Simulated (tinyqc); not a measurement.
Carrier statistics of a doped semiconductor with parabolic bands: sweeps and comparisons. A value that a table varies takes the place of the one given here.

Eg(T) = Eg0 - al T^2/(T + be); m_de = Mv^(2/3) (ml mt^2)^(1/3); m_dh = (mhh^(3/2) + mlh^(3/2))^(2/3); Nc and Nv from N = 2 (m kB T/(4 pi c))^(3/2) with c = hbar^2/2m0, in 1/angstrom^3; times 1e24 for 1/cm^3.

Energies are counted from Ev, so Ec = Eg. n = Nc F_1/2((EF - Eg)/kT), p = Nv F_1/2(-EF/kT), ND+ = ND/(1 + 2 exp((EF - Eg + ED)/kT)), NA- = NA/(1 + 4 exp((EA - EF)/kT)); neutrality asks p + ND+ = n + NA-. F_j(eta) = (1/Gamma(j + 1)) integral_0^infinity x^j dx/(1 + exp(x - eta)), which tends to exp(eta) for eta << 0.

Constants: hbar^2/2m0 = 3.80998211 eV angstrom^2; kB = 8.617333262e-05 eV/K.

Parameters, chosen for this exercise (near those of GaP; shifted at random, so the results belong to these values and not to a real crystal): Eg0 = 2.349 eV (gap at 0 K); al = 0.000577 eV/K (Varshni alpha); be = 379 K (Varshni beta); ml = 1.95 m0 (longitudinal electron mass); mt = 0.256 m0 (transverse electron mass); Mv = 3 (equivalent valleys); mhh = 0.78 m0 (heavy-hole mass); mlh = 0.143 m0 (light-hole mass); ND = 3.4e+17 1/cm^3 (donors); NA = 8.2e+12 1/cm^3 (acceptors); ED = 0.0904 eV (donor level below Ec); EA = 0.0561 eV (acceptor level above Ev); T = 150 K.

## Temperature

Neutrality solved at each temperature; ni = sqrt(Nc Nv) exp(-Eg/2kT).

Carriers (1/cm^3):

| T (K) | EF (eV) | n | p | majority / \|ND - NA\| | ni | Eg (eV) |
|---|---|---|---|---|---|---|
| 30 | 2.2830 | 1.15e+07 | <1e-99 | 3.38e-11 | <1e-99 | 2.3477 |
| 50 | 2.2942 | 1.19e+13 | <1e-99 | 3.51e-05 | <1e-99 | 2.3456 |
| 77 | 2.2862 | 8.44e+14 | <1e-99 | 0.00248 | 6.87e-59 | 2.3415 |
| 120 | 2.2679 | 1.33e+16 | 2.68e-77 | 0.0392 | 5.97e-31 | 2.3323 |
| 200 | 2.2227 | 9.68e+16 | 9.95e-38 | 0.285 | 9.82e-11 | 2.3091 |
| 300 | 2.1484 | 2.20e+17 | 1.51e-17 | 0.648 | 1.83 | 2.2725 |
| 450 | 2.0104 | 3.02e+17 | 0.00104 | 0.888 | 1.78e+07 | 2.2081 |
| 600 | 1.8547 | 3.24e+17 | 1.39e+04 | 0.953 | 6.72e+10 | 2.1368 |
| 800 | 1.6316 | 3.33e+17 | 4.27e+09 | 0.979 | 3.77e+13 | 2.0358 |
| 1000 | 1.3973 | 3.36e+17 | 1.03e+13 | 0.988 | 1.86e+15 | 1.9306 |

What does this show, and why?

Ionisation is incomplete: the majority density is below 90 % of the net doping at 30, 50, 77, 120, 200, 300 and 450 K, down to a share of 3.4e-11. It is within 10 % of the net doping at 600, 800 and 1000 K. The majority density never exceeds the net doping by 10 %; ni is 1.86e+15 1/cm^3 at 1000 K against a net doping of 3.40e+17. EF goes from 2.283 eV to 1.397 eV, where midgap is 0.965 eV and the intrinsic level (Boltzmann) 0.949 eV.

## Doping level

Only donors are present (NA = 0); eta is the distance of EF beyond the conduction edge in units of kT.

Neutral state:

| ND (1/cm^3) | EF (eV) | majority (1/cm^3) | ionised share | eta |
|---|---|---|---|---|
| 1.0e+14 | 2.1760 | 9.78e+13 | 0.978 | -11.49 |
| 1.0e+15 | 2.2038 | 8.39e+14 | 0.839 | -9.34 |
| 1.0e+16 | 2.2263 | 4.78e+15 | 0.478 | -7.60 |
| 1.0e+17 | 2.2440 | 1.88e+16 | 0.188 | -6.23 |
| 1.0e+18 | 2.2598 | 6.39e+16 | 0.064 | -5.00 |
| 3.0e+18 | 2.2671 | 1.12e+17 | 0.037 | -4.44 |
| 1.0e+19 | 2.2750 | 2.06e+17 | 0.021 | -3.83 |
| 3.0e+19 | 2.2822 | 3.57e+17 | 0.012 | -3.27 |

What does this show?

The impurity level lies at 2.2341 eV. The ionised share falls from 0.978 to 0.012 as EF passes through it between 1e+16 and 1e+17 1/cm^3 (share 1/3 there); it is below one half from 1e+16 1/cm^3 on. Over the last two rows the doping grows threefold and the majority density by a factor 1.73. EF stays more than 3 kT from the majority band edge. Above roughly 2e+19 1/cm^3 (N^(1/3) a = 0.26, with the radius a = sqrt(c/(m E)) from the ionisation energy E and the mass (ml mt^2)^(1/3)) the levels merge with the band and real ionisation is complete; sharp levels then overstate freeze-out.

## What each input does

Neutrality solved anew for each case. Each row changes one parameter from the base and keeps the others.

Results:

| case | EF (eV) | n (1/cm^3) | p (1/cm^3) |
|---|---|---|---|
| base | 2.2525 | 3.64e+16 | 1.37e-57 |
| T = 170 K | 2.2412 | 5.81e+16 | 2.87e-48 |
| ND = 6.8e+17 1/cm^3 | 2.2572 | 5.23e+16 | 9.54e-58 |
| NA = 4.1e+12 1/cm^3 | 2.2525 | 3.64e+16 | 1.37e-57 |
| Eg0 = 2.399 eV | 2.3025 | 3.64e+16 | 2.87e-59 |
| mt = 0.3072 m0 | 2.2513 | 3.96e+16 | 1.51e-57 |
| mhh = 0.936 m0 | 2.2525 | 3.64e+16 | 1.77e-57 |
| ED = 0.1356 eV | 2.2305 | 6.64e+15 | 7.53e-57 |

What can be read from the table?

The largest shifts from the base row, up to three for each result and ties (the steps differ in size, so this ranks the rows, not the parameters). EF (eV): Eg0 +0.0500, ED -0.0220, T -0.0113; unchanged at the printed digits by NA and mhh. n (1/cm^3): ED -2.97e+16, T +2.17e+16, ND +1.59e+16; unchanged at the printed digits by NA, Eg0 and mhh. p (1/cm^3): T +2.87e-48, ED +6.16e-57, Eg0 -1.34e-57; unchanged at the printed digits by NA.

Computed by tinyqc, a small Python program: `OMP_NUM_THREADS=1 python tinyqc.py 1650412 1650413 out.jsonl` (the numbers bound the seed that draws the inputs); one thread of a shared host (Intel(R) Xeon(R) Processor @ 2.30GHz), about 0.01 s for the whole set of steps.
